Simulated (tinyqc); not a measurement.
Length of a polyene: Hueckel, PPP and singles CI along the polyenes. Computed by the program tinyqc. Hueckel uses the same beta without repulsion; CIS keeps all single excitations and so misses the low, doubly excited 2Ag state. W is the valence ionisation energy of a centre, MN the Mataga-Nishimoto formula, f the oscillator strength.

All-trans chains of carbon centres 1.40 angstrom apart:
```
parameter                               value
beta (eV), times 1 +/- alternation  -2.200000
alternation                          0.100000
W (eV)                              11.160000
gamma_rr (eV)                       11.150000
repulsion formula                        Ohno
```

Gaps and excitations (eV):
```
centres  Hueckel gap  PPP orbital gap  bright singlet (CIS)      f  lowest triplet (CIS)
2              4.840           12.400                 6.635  0.569                 3.045
4              3.249           10.076                 5.278  1.029                 2.246
6              2.522            8.917                 4.488  1.416                 1.871
8              2.112            8.242                 3.990  1.759                 1.673
10             1.850            7.812                 3.655  2.074                 1.557
12             1.670            7.520                 3.420  2.371                 1.484
```

What does the comparison show, and why?

The Hueckel gap tends to 4 x alternation x |beta| = 0.88 eV for long chains. Exchange opens the PPP orbital gap, and the attraction of electron and hole brings the bright state 4.10 eV below it at 12 centres; the triplet lies 1.94 eV lower still.
